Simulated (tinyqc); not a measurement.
Barrier and mass from two temperatures.

Problem. The saturation current of a Schottky diode is J0 = A* T^2 exp(-q phi/(kB T)) with a fixed barrier and A* = 4 pi q me m0 kB^2/h^3 (times 1e-4 for A/(cm^2 K^2)). Find phi, A* and me.

Constants: q = 1.602176634e-19 C, kB = 1.380649e-23 J/K, h = 6.62607015e-34 J s, m0 = 9.1093837015e-31 kg. Results are converted to the units shown.

J0 at 280 and 350 K (A/cm^2): 5.0047174e-14  6.5618589e-10

Answer. The slope of ln(J0/T^2) against q/(kB T) is -phi and the intercept is ln A*.

phi = 1.09 eV
A* = 26.6 A/(cm^2 K^2)
me = 0.221 m0

Computed by the program tinyqc: `OMP_NUM_THREADS=1 python tinyqc.py 2640116 2640117 out.jsonl`, one thread of a shared Intel Xeon 2.30GHz, about 0.01 s for the whole run.
